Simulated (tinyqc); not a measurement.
Worked calculation: Hubbard chain of 4 sites. One step of it, computed by the program tinyqc.

Problem. Mean-field iteration 2. H(up) = T + U n(down), H(down) = T + U n(up); fill the lowest levels; n(new) = n + mixing (n(out) - n); E = tr T (rho up + rho down) + U sum n_up n_down of the output.

one-body matrix (hopping and site energies) (eV), lower triangle:
```
           1          2          3         4
1   0.000000
2  -0.900000   0.000000
3   0.000000  -0.900000   0.000000
4   0.000000   0.000000  -0.900000  0.000000
```

U = 8.500000 eV

electrons, up and down: 2  1

mixing = 0.200000

n(up) after iteration 1: 1 0.591676, 2 0.422947, 3 0.577053, 4 0.408324

n(down) after iteration 1: 1 0.179896, 2 0.332633, 3 0.212088, 4 0.275383

Give: levels, up; levels, down; energy; n(up) after iteration 2; n(down) after iteration 2.

Solution.

levels, up (eV): 0.6622  1.3270  2.7425  3.7684

levels, down (eV): 2.6346  3.3245  5.1755  5.8654

energy = 0.1505 eV

n(up) after iteration 2: 1 0.6357, 2 0.3887, 3 0.5898, 4 0.3859

n(down) after iteration 2: 1 0.1569, 2 0.3581, 3 0.2137, 4 0.2713
